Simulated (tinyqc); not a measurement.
Where the gap correction goes: band offset from the macroscopic average of a supercell potential.

dEv = Ev(A) - Ev(B) = Ev1 - (dV + Ev2); dEc = Ec(B) - Ec(A) = Eg2 - Eg1 - dEv. The correction of a gap, c = Eg[1] - Eg[0], lowers the valence top by fv c and leaves dV, a ground-state quantity, as it is. Type I: dEv and dEc of one sign; II: opposite signs; III: no overlap of the gaps.

Inputs chosen for the exercise (gaps near those of GaAs and AlAs; not measured data): Ev1 = 5.7 eV (valence top of bulk A above its mean potential); Eg1 = (0.51, 1.48) eV (gap of A: semi-local value, corrected value); Ev2 = 7.86 eV (valence top of bulk B above its mean potential); Eg2 = (1.34, 2.14) eV (gap of B: semi-local value, corrected value).

dV = B - A = -2.4800 eV

fv1 and fv2 are varied.

Offsets (eV):
```
fv1  fv2     dEv     dEc
0.0  0.0   0.320   0.340
0.5  0.5   0.235   0.425
1.0  1.0   0.150   0.510
0.0  1.0   1.120  -0.460
1.0  0.0  -0.650   1.310
0.3  0.7   0.589   0.071
```

dEv + dEc = 0.660 eV in every row, but dEv alone spans 1.77 eV, the sum of the two corrections. A scissor on the conduction bands alone (first row) keeps the semi-local dEv; with equal shares fv the shift is fv times the difference of the corrections, -0.17 eV, against their sum of 1.77 eV: most of the error cancels if the shares are alike.

Computed by tinyqc, a small Python program: `OMP_NUM_THREADS=1 python tinyqc.py 1850301 1850302 out.jsonl` (the numbers bound the seed that draws the inputs); one thread of a shared host (Intel(R) Xeon(R) Processor @ 2.30GHz), about 0.01 s for the whole set of steps.
